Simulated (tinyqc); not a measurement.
What each parameter does: hydrogenic donor in a hard-walled well (variational).

Trial function cos(pi z/L) exp(-r/lam), r measured from the donor at zi, walls at +/- L/2, one eps everywhere. Counted from the lowest subband, E(lam) = c/(m lam^2) - (q/eps) I0/I1, with I0 the integral of cos^2(pi z/L) exp(-2|z - zi|/lam) over the well and I1 the same with the factor (|z - zi| + lam/2); c = hbar^2/2m0, q = e^2/(4 pi eps0). The binding energy is -E at the minimum.

Constants: hbar^2/2m0 = 3.80998211 eV angstrom^2; e^2/(4 pi eps0) = 14.39964547 eV angstrom; Ry = 13.60569312 eV.

Parameters, chosen for this exercise (near those of GaAs; not measured data):
- m = 0.065 m0 (mass)
- eps = 13.2 (dielectric constant)
- L = 262 angstrom (well width)
- zi = 0 angstrom (position of the donor from the centre)

The minimum over lam; Ry* = Ry m/eps^2.

One parameter was then changed.

Results before and after:
```
case     binding (meV)  lam (angstrom)  binding/Ry*
base              8.34           105.4        1.644
changed           9.36            90.5        1.538
```

Which of these changes was made? (a) m = 0.078 m0; (b) zi = 52 angstrom; (c) L = 341 angstrom; (d) eps = 11.9.

Answer: (a) m = 0.078 m0. Of the candidates, run in turn, only this one gives the changed row.

All candidates:
```
case              binding (meV)  lam (angstrom)  binding/Ry*
base                       8.34           105.4        1.644
m = 0.078 m0               9.36            90.5        1.538
eps = 11.9                 9.88            96.7        1.582
L = 341 angstrom           7.58           109.8        1.493
zi = 52 angstrom           7.16           112.3        1.410
```

tinyqc: `OMP_NUM_THREADS=1 python tinyqc.py 1251086 1251087 out.jsonl`; about 0.01 s, one thread, shared Intel(R) Xeon(R) Processor @ 2.30GHz.
